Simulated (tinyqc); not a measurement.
Ellipsometry and reflectance of a transparent film on an absorbing substrate: one step of the calculation.

Air (index 1), film, substrate with N2 = n2 - i k2; time factor exp(+i w t). q_j = sqrt(N_j^2 - sin^2 th), root with positive real part. Fresnel coefficients r_s = (q_a - q_b)/(q_a + q_b), r_p = (N_b^2 q_a - N_a^2 q_b)/(N_b^2 q_a + N_a^2 q_b). tan(Psi) exp(i Delta) = R_p/R_s, Delta taken from 0 to 360 degrees.

Problem. Psi, Delta and reflectances. beta = 2 pi d q1/lam, X = exp(-2 i beta), R = (r01 + r12 X)/(1 + r01 r12 X) for p and s.

Parameters, values chosen for the exercise:
- lam = 405 nm (wavelength)
- d = 48 nm (film thickness)

q1 = 1.1252261
r01,p = -0.20973794
r01,s = -0.53379312
r12,p = 0.48567464-0.02246088i
r12,s = -0.65274666+0.01794648i

Give: beta; X; R_p; R_s; Psi; Delta; |R_p|^2; |R_s|^2.

Solution.

beta = 0.8379 rad
X = -0.1049-0.9945i
R_p = -0.3225-0.4413i
R_s = -0.6320+0.4496i
Psi = 35.18 degrees
Delta = 89.27 degrees
|R_p|^2 = 0.2988
|R_s|^2 = 0.6015

The bare substrate gives Psi = 19.30 and Delta = 175.51 degrees.

Numbers from tinyqc (`OMP_NUM_THREADS=1 python tinyqc.py 2870139 2870140 out.jsonl`; about 0.4 s on one thread of a shared Intel Xeon 2.30GHz).
